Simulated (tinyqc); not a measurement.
G0W0 on RHF in the sto-6g basis, for H4, spin multiplicity 1, step by step. One step of it, computed by the program tinyqc.

Task: G0W0 on Hartree-Fock: HOMO. W(p,q,m) = sqrt2 sum_ia (pq|ia) (X+Y)_ia,m; Sigma_c(x) = sum_(i,m) W^2/(x - e_i + w_m) + sum_(a,m) W^2/(x - e_a - w_m); solve x = e_p + Sigma_c(x) by Newton steps; Z = 1/(1 - dSigma/dx); 1 hartree = 27.211386 eV.

orbital energies (hartree): MO1 -0.649811, MO2 -0.517614, MO3 0.511000, MO4 0.942081

Two-electron integrals over orbitals (pq|rs), unique and non-zero (hartree):
```
p,q,r,s,(pq|rs)
1,1,1,1,0.472222
2,1,1,1,-0.000696
2,1,2,1,0.204679
2,2,1,1,0.463280
2,2,2,1,0.000597
2,2,2,2,0.474649
3,1,1,1,-0.046813
3,1,2,1,-0.000201
3,1,2,2,-0.004084
3,1,3,1,0.103380
3,2,1,1,-0.000393
3,2,2,1,0.069912
3,2,2,2,0.000179
3,2,3,1,0.000233
3,2,3,2,0.098643
3,3,1,1,0.461266
3,3,2,1,0.000436
3,3,2,2,0.461674
3,3,3,1,-0.017123
3,3,3,2,0.000105
3,3,3,3,0.481644
4,1,1,1,0.000225
4,1,2,1,-0.021573
4,1,2,2,-0.000021
4,1,3,1,-0.000287
4,1,3,2,0.071145
4,1,3,3,0.000013
4,1,4,1,0.085045
4,2,1,1,-0.058191
4,2,2,1,-0.000167
4,2,2,2,-0.021994
4,2,3,1,0.099343
4,2,3,2,0.000301
4,2,3,3,-0.020012
4,2,4,1,-0.000231
4,2,4,2,0.105484
4,3,1,1,-0.000637
4,3,2,1,0.195642
4,3,2,2,0.000621
4,3,3,1,-0.000173
4,3,3,2,0.070976
4,3,3,3,0.000488
4,3,4,1,-0.018661
4,3,4,2,-0.000163
4,3,4,3,0.208973
4,4,1,1,0.493814
4,4,2,1,-0.000519
4,4,2,2,0.486664
4,4,3,1,-0.051108
4,4,3,2,-0.000360
4,4,3,3,0.499164
4,4,4,1,0.000214
4,4,4,2,-0.064682
4,4,4,3,-0.000510
4,4,4,4,0.545672
```

excitation energies w (hartree): 1.177051  1.262988  1.725967  1.775986

X + Y:
```
,1,2,3,4
1>3,-0.002672,0.874508,0.336036,-0.003212
1>4,-0.244941,-0.000022,0.007816,0.925484
2>3,0.913848,0.002165,0.002409,0.160276
2>4,-0.000285,-0.440529,0.838849,-0.006943
```

Give: The 12 largest terms at x = e_p; Newton steps; quasiparticle energy of the HOMO; Hartree-Fock value.

Result:

The 12 largest terms at x = e_p (hartree; W for the signs of X + Y given):
```
q,m,W,term
4,3,0.1723,-0.0093
1,1,0.0978,0.0073
3,1,0.1028,-0.0048
3,4,0.1155,-0.0048
4,2,0.0571,-0.0012
2,3,-0.0280,4.55e-04
1,4,-0.0124,8.04e-05
2,2,0.0087,5.93e-05
3,3,0.0016,-9.18e-07
4,4,-0.0017,-9.15e-07
3,2,4.00e-04,-6.97e-08
2,1,2.63e-04,5.86e-08
```

Newton steps (hartree):
```
step,x,Sigma_c(x),Z
0,-0.5176,-0.0122,0.9870
1,-0.5296,-0.0120,0.9870
2,-0.5296,-0.0120,0.9870
```

quasiparticle energy of the HOMO = -14.4118 eV

Hartree-Fock value = -14.0850 eV
